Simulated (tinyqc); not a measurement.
Raising U: Hubbard ring of 6 sites, mean field against exact. Computed by the program tinyqc. 

one-body matrix (hopping and site energies) (eV):
```
,1,2,3,4,5,6
1,0.5100,-0.9500,0.0000,0.0000,0.0000,-0.9500
2,-0.9500,-0.4400,-0.9500,0.0000,0.0000,0.0000
3,0.0000,-0.9500,0.3900,-0.9500,0.0000,0.0000
4,0.0000,0.0000,-0.9500,-0.1600,-0.9500,0.0000
5,0.0000,0.0000,0.0000,-0.9500,-0.0400,-0.9500
6,-0.9500,0.0000,0.0000,0.0000,-0.9500,-0.1300
```

electrons, up and down: 3  2

Collinear unrestricted mean field (the lowest of 40 random starts) against exact diagonalisation.

Exact and mean-field results (eV):
```
U,U/t,E exact,E mean field,mean |n_up - n_down|,"double occupancy, exact",first gap in the sector
0.4700,0.4947,-6.374482,-6.357357,0.1795,0.1633,0.2309
0.9500,1.0000,-5.928343,-5.857510,0.1970,0.1466,0.2069
1.9000,2.0000,-5.182612,-4.903570,0.2517,0.1157,0.1645
2.8500,3.0000,-4.601115,-4.026097,0.3464,0.0893,0.1307
3.8000,4.0000,-4.154219,-3.361693,0.6011,0.0685,0.1052
5.7000,6.0000,-3.544521,-2.694787,0.7406,0.0413,0.0725
7.6000,8.0000,-3.166591,-2.361978,0.7838,0.0265,0.0540
11.4000,12.0000,-2.740708,-1.966780,0.8108,0.0131,0.0352
19.0000,20.0000,-2.371391,-1.724406,0.8296,0.0050,0.0206
```

In absolute terms mean field is worst at U/t = 6.0, 0.850 eV too high: at small U it is nearly exact, and at large U it still misses the motion of the hole through a fluctuating spin background. Relative to the exact energy its error is 0.3 % at the smallest U, 28 % at most and 27 % at the largest. The double occupancy falls from 0.163 to 0.005.
